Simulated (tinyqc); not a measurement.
Double-gate transistor below threshold, two-dimensional Poisson equation on a small mesh: effect of half the body thickness.

Half of a symmetric double-gate structure: row 0 is the mid-plane of the body, where the normal field vanishes. Mobile charge is neglected (subthreshold), the body is fully depleted, and potentials are counted from the intrinsic level; rows run upward to the gate, columns from source to drain.

Mesh: rows i = 0..12 in the semiconductor (step hs = tb/12, row 12 on the interface), then 8 step(s) ho = tox/8 up to the gate row 20; columns j = 0..80 (step hy = L/80). Box integration, divided by eps0: up_i = eps hy/h of the interval above row i, dn_i = that of the interval below (0 for row 0), lat_i = (sum of eps h/2 over the intervals above and below)/hy, s_i = -q Na w_i hy/eps0 with w_i the semiconductor height of the box (hs/2 for row 0 and the interface row, hs between, 0 in the insulator). Each free node obeys (up + dn + 2 lat) psi = up psi(above) + dn psi(below) + lat [psi(left) + psi(right)] + s. Fixed values: gate row Vg - Vfb; column 0 at Vbi and the last column at Vbi + Vd in the semiconductor, each running linearly to Vg - Vfb across the insulator. The system is solved directly. On row 0 the minimum of psi and its place come from a parabola through the three lowest nodes; barrier = Vbi - minimum, swing = Vt ln 10/(d psi/dVg), DIBL = (d psi/dVd)/(d psi/dVg) there. Lambda = pi/k with k the smallest positive root of tan(k tox) tan(k tb) = eox/eps_r.

Parameters, values chosen for the exercise; semiconductor permittivity made up:
- T = 350 K (temperature)
- eps_r = 9.76 (relative permittivity of the semiconductor)
- eox = 22 (relative permittivity of the insulator)
- tox = 6.6 nm (insulator thickness)
- L = 25 nm (channel length)
- Na = 0 cm^-3 (acceptor density of the depleted body)
- Vbi = 0.46 V (potential of the source)
- Vfb = -0.02 V (gate offset)
- Vg = 0 V (gate voltage)
- Vd = 0.7 V (drain voltage)

Constants: q = 1.602176634e-19 C, kB = 1.380649e-23 J/K, Vt = kB T/q, eps0 = 8.8541878128e-14 F/cm where lengths are in cm. Results are converted to the units shown.

Result of one run:

| tb (nm) | L/Lambda | barrier (V) | place y/L | swing (mV/decade) | DIBL (mV/V) |
|---|---|---|---|---|---|
| 4.9 | 1.349 | 0.2403 | 0.3799 | 102.2 | 123.3 |

What becomes of these results when the half the body thickness tb is changed from 4.9 to 2.8 nm, all else the same?

Result of the changed run:

| tb (nm) | L/Lambda | barrier (V) | place y/L | swing (mV/decade) | DIBL (mV/V) |
|---|---|---|---|---|---|
| 2.8 | 1.572 | 0.3162 | 0.4022 | 86.40 | 66.52 |

The whole series:

| tb (nm) | L/Lambda | barrier (V) | place y/L | swing (mV/decade) | DIBL (mV/V) |
|---|---|---|---|---|---|
| 1.6 | 1.705 | 0.3497 | 0.4105 | 81.01 | 45.79 |
| 2.1 | 1.649 | 0.3368 | 0.4073 | 83.00 | 53.48 |
| 2.8 | 1.572 | 0.3162 | 0.4022 | 86.40 | 66.52 |
| 3.7 | 1.474 | 0.2858 | 0.3940 | 92.05 | 87.48 |
| 4.9 | 1.349 | 0.2403 | 0.3799 | 102.2 | 123.3 |
| 6.4 | 1.204 | 0.1810 | 0.3569 | 120.2 | 180.9 |

As tb goes from 1.6 to 6.4 nm, the barrier falls from 0.350 to 0.181 V, the swing rises from 81.0 to 120 mV a decade and DIBL rises from 45.8 to 181 mV/V; the ideal swing is 69.4. L/Lambda goes from 1.7 to 1.2. For tb = 1.6 to 2.1 nm the body is under 5 nm thick, where quantum confinement matters.

Computed by the program tinyqc: `OMP_NUM_THREADS=1 python tinyqc.py 2480047 2480048 out.jsonl`, one thread of a shared Intel Xeon 2.30GHz, about 0.09 s for the whole run.
